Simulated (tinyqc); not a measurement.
From one set of inputs to another, one input at a time: strain, valley repopulation and piezoresistance in a many-valley conduction band. Computed by tinyqc, a small Python program. Command: `OMP_NUM_THREADS=1 python tinyqc.py 3020643 3020644 out.jsonl valleys ladder`. One thread of a shared host (Intel(R) Xeon(R) Processor @ 2.30GHz), about 0.07 s of CPU time with the checks.

Valleys are ellipsoids with mass m_l along the axis a and m_t across it, parabolic, with one constant relaxation time; strain shifts the valleys and leaves the masses alone. Currents are taken along [110], along the load, and along [001], across the load.

The inputs printed are set A. Inputs not listed in the table keep their values of set A, so the rows need not describe a real material.

Inputs (values chosen for the exercise, modelled on silicon): longitudinal mass m_l = 0.933 m_0; transverse mass m_t = 0.189 m_0; shear deformation potential Xi_u = 9.27 eV; dilation deformation potential Xi_d = 1.1 eV; C11 = 165 GPa; C12 = 64.6 GPa; C44 = 79.1 GPa; stress X (tension positive) = 1100 MPa; electron density n = 7.8e+16 1/cm^3; relaxation time tau = 200 fs; temperature T = 300 K.

Valley axes: <100> (6 valleys in 3 pairs). Load: uniaxial [110].

Constants: k_B = 8.617333262e-05 eV/K; m_0 = 9.1093837015e-31 kg; k_B = 1.380649e-23 J/K; hbar = 1.054571817e-34 J s; e = 1.602176634e-19 C.

Method:
- Compliances S11 = (C11 + C12)/((C11 - C12)(C11 + 2 C12)), S12 = -C12/((C11 - C12)(C11 + 2 C12)), S44 = 1/C44; stress sigma_ij = X n_i n_j for the unit vector n of the load; e_xx = S11 sigma_xx + S12 (sigma_yy + sigma_zz), e_xy = S44 sigma_xy/2 (tensor strain).
- Herring-Vogt shift of a valley with unit axis a: dE = Xi_d tr(e) + Xi_u a.e.a.
- Each of the 6 valleys holds n_v = N_v (2/sqrt(pi)) F_1/2((E_F - dE_v)/(k_B T)), N_v = 2 (m_d k_B T/(2 pi hbar^2))^(3/2), m_d = (m_l m_t^2)^(1/3); E_F solves sum n_v = n and is counted from the unstrained edge.
- F_j(eta) = int_0^infinity x^j/(1 + exp(x - eta)) dx, without a gamma-function factor. It is evaluated after integrating by parts.
- Integrals over x = E/(k_B T) use 160 Gauss-Legendre points in u = sqrt(x) from 0 to sqrt(max(eta, 0) + 32).
- Mobility tensor mu = e tau sum_v (n_v/n) [1/m_t + (1/m_l - 1/m_t) a a^T]; unstrained mu_0 = e tau (1/m_l + 2/m_t)/3; resistivity along d from the inverse tensor, rho_d = d.mu^-1.d/(n e), mobility along d = 1/(d.mu^-1.d); gauge pi_d = (rho_d/rho_0 - 1)/X.
- With eta_0 the reduced Fermi level without strain, r = F_-1/2(eta_0)/(2 F_1/2(eta_0)) (1 for a classical gas) and c = r (Xi_u/k_B T) (m_l - m_t)/(2 m_l + m_t): pi11 = -(2/3) c (S11 - S12), pi12 = -pi11/2, pi44 = 0, with S11 - S12 = 1/(C11 - C12).

Each row keeps all changes above it; columns: (1) input moved; (2) from; (3) to; (4) mobility along the second direction (cm^2/(V s)); (5) splitting (highest minus lowest) (meV); (6) degeneracy factor r:
```
(1)                                      (2)    (3)     (4)     (5)      (6)
set A                                      -      -  702.65  50.782  0.99900
C11 (GPa)                                165    158  666.80  54.588  0.99900
C44 (GPa)                               79.1   76.9  666.80  54.588  0.99900
temperature T (K)                        300    250  580.86  54.588  0.99868
transverse mass m_t (m_0)              0.189  0.245  522.34  54.588  0.99898
shear deformation potential Xi_u (eV)   9.27     10  499.10  58.887  0.99898
relaxation time tau (fs)                 200    120  299.46  58.887  0.99898
stress X (tension positive) (MPa)       1100  -1200  845.74  64.240  0.99898
```

Which inputs carry the difference?

Mobility along the second direction goes from 703 to 846, a factor 1.20 in all. The largest single move comes from stress X (tension positive) (a factor 2.82), and relaxation time tau works against it (a factor 0.600). Splitting (highest minus lowest) goes from 50.8 to 64.2, a factor 1.27 in all. The largest single move comes from stress X (tension positive) (a factor 1.09). The single moves hold for this order of the switches; the total does not depend on the order.

Caution (all rows): shear strain also changes the transverse masses of <100> valleys, which this model leaves out.

Extremes, crossings and ranges named in words are read from the listed rows.
